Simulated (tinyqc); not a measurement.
MOSFET in saturation, small-signal circuit and noise: two steps of the calculation.

Bias by the inversion coefficient IC = I/Ispec (charge-based model with velocity saturation; weak inversion below 0.1, strong above 10). Common-source circuit: gm, gds, Cgs, Cgd and Cj at the inner nodes, Rg in series with the gate; quasi-static, no source or drain resistance, no gate-body capacitance, no substrate network, no induced gate noise, so fmax is an upper estimate.

Inputs (values chosen for the exercise):
```
symbol  value     unit                                  meaning
L          90       nm                              gate length
W          10       um                         total gate width
Cox      1.46  uF/cm^2                         gate capacitance
Cov      0.37    fF/um  overlap and fringe capacitance per side
Cj       0.84    fF/um               drain junction capacitance
Rsh        15      ohm             sheet resistance of the gate
Wf          4       um                             finger width
Rc        300   ohm um     gate contact and vertical resistance
IC         12                             inversion coefficient
f           5      GHz                         signal frequency
```

Problem 1. Capacitances, gate resistance and cut-off frequencies. qs = [sqrt(1 + 4 IC) - 1]/2, Cgs = Cox W L qs (2 qs + 3)/(3 (qs + 1)^2) + Cov W, Cgd = Cov W, Cd = Cj W, Rg = Rsh (Wf/L)/(12 Nf) + Rc/W with Nf = W/Wf fingers (not rounded) contacted at both ends. fT = gm/(2 pi (Cgs + Cgd)), fmax = fT/(2 sqrt(Rg (gds + 2 pi fT Cgd))).

gm = 6.1961548 mS
gds = 0.39655391 mS

Find: Cgs; Cgd; Cd; Rg; fT; fmax.

Solution 1.

Cgs = 11.09 fF
Cgd = 3.700 fF
Cd = 8.400 fF
Rg = 52.22 ohm
fT = 66.67 GHz
fmax = 104.6 GHz

Overlap and fringe make up 50.0 % of the gate capacitance; fmax is 1.57 times fT.

Problem 2. Current gain and unilateral power gain. |h21| = |Y21/Y11|; U = |Y21 - Y12|^2/(4 [Re Y11 Re Y22 - Re Y12 Re Y21]). Extrapolated at 20 dB a decade: f |h21| and f sqrt(U).

Y with Rg (mS):
```
                          1                          2
1  0.011269618+0.464407347i  -0.002819071-0.116170519i
2  6.189689161-0.266442043i   0.398171280+0.417705704i
```

Wanted: |h21|; U; f |h21|; f sqrt(U).

Solution 2.

|h21| = 13.337
U = 437.28
f |h21| = 66.683 GHz
f sqrt(U) = 104.56 GHz

Program tinyqc, `OMP_NUM_THREADS=1 python tinyqc.py 2150005 2150006 out.jsonl`; Intel Xeon 2.30GHz, shared host, one thread, about 0.01 s.
